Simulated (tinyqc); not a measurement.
Worked calculation: optical gain and spontaneous emission in a bulk direct-gap semiconductor. Values are carried at full precision from step to step, so a last printed digit may differ when a step is redone from the rounded ones.

F_j(eta) = (1/Gamma(j + 1)) integral_0^infinity x^j dx/(1 + exp(x - eta)), which tends to exp(eta) for eta << 0.

Quasi-Fermi levels: n = Nc F_1/2(Fc/kT) and p = Nv F_1/2(Fv/kT), Fc counted up from the conduction edge and Fv down from the valence edge; Nc, Nv from N = 2 (m kB T/(4 pi c))^(3/2) with c = hbar^2/2m0, in 1/angstrom^3; times 1e24 for 1/cm^3, with me and (mhh^(3/2) + mlh^(3/2))^(2/3).

Constants: hbar^2/2m0 = 3.80998211 eV angstrom^2; kB = 8.617333262e-05 eV/K; fine-structure constant alpha = 0.007297352564; hbar = 6.58211957e-16 eV s; hbar c = 1973.269805 eV angstrom.

Inputs chosen for the exercise (near those of GaAs; the results hold for these values, not for the real material): me = 0.0658 m0 (electron mass); mhh = 0.514 m0 (heavy-hole mass); mlh = 0.0851 m0 (light-hole mass); n = 1.6e+18 1/cm^3 (injected density, n = p); T = 300 K; Eg = 1.465 eV (direct gap); Ep = 24.8 eV (Kane energy); nr = 3.6 (refractive index); E = 1.485 eV (photon energy).

## Quasi-Fermi levels

Solve for Fc and Fv.

kT = 0.025852 eV
Nc = 4.236e+17 1/cm^3
Nv = 9.870e+18 1/cm^3
Fc = 0.0672 eV
Fv = -0.0456 eV
Fc + Fv = 0.0217 eV

The separation of the quasi-Fermi levels exceeds the gap, so photons between Eg and Eg + (Fc + Fv) see gain. The quasi-Fermi level of the electrons lies inside the band, that of the holes in the gap.

## Absorption of the empty crystal

Parabolic bands, vertical transitions, no excitons. For each hole band j: mr = me mj/(me + mj); joint density of states J_j(E) = (mr/c)^(3/2) sqrt(E - Eg)/(2 pi^2), both spins, c = hbar^2/2m0; averaged matrix element |e.p|^2 = m0 Ep/6; alpha_j(E) = 4 pi^2 alpha_f c Ep J_j/(3 nr E) in 1/angstrom (alpha_f the fine-structure constant, listed as alpha among the constants), times 1e8 for 1/cm.

Evaluate at E for heavy and light holes.

mr, J and alpha of each hole band:

| hole | mr (m0) | J (1/(eV angstrom^3)) | alpha (1/cm) |
|---|---|---|---|
| heavy | 0.05833 | 1.357e-05 | 2303.7 |
| light | 0.03711 | 6.887e-06 | 1168.8 |

The heavy-hole band gives 66 % of the total, 3472 1/cm.

## Occupations and gain at E

For band j the electron sits at Ee = (E - Eg) mr/me above its edge and the hole at Eh = (E - Eg) mr/mj; fe = 1/(1 + exp((Ee - Fc)/kT)), fh = 1/(1 + exp((Eh - Fv)/kT)); gain g = sum_j alpha_j (fe + fh - 1).

Use mr and alpha from the table.

Energies, occupations and gain of each hole band:

| hole | Ee (eV) | Eh (eV) | fe | fh | g (1/cm) |
|---|---|---|---|---|---|
| heavy | 0.0177 | 0.0023 | 0.872 | 0.136 | 17 |
| light | 0.0113 | 0.0087 | 0.897 | 0.109 | 7 |

total gain = 24 1/cm

E - Eg = 0.0200 eV is below Fc + Fv = 0.0217 eV, so both bands give gain (Bernard-Duraffourg).

## Spontaneous emission

Spontaneous rate: R = integral of (nr E/(hbar c))^2/(pi^2 hbar) sum_j alpha_j fe fh dE, with alpha in 1/cm and (nr E/(hbar c))^2 in 1/cm^2 (1e16 per 1/angstrom^2); B = R/(n p); lifetime n/R.

Integrate over photon energy.

R = 4.84e+26 1/(cm^3 s)
B = 1.89e-10 cm^3/s
radiative lifetime = 3.31 ns

## Checks

- B at n = 1e13 1/cm^3 against the van Roosbroeck-Shockley value from alpha and ni^2 (cm^3/s): both 2.48e-10.

Program tinyqc; command `OMP_NUM_THREADS=1 python tinyqc.py 1682604 1682605 out.jsonl`; about 0.08 s on one thread of a shared Intel(R) Xeon(R) Processor @ 2.30GHz.
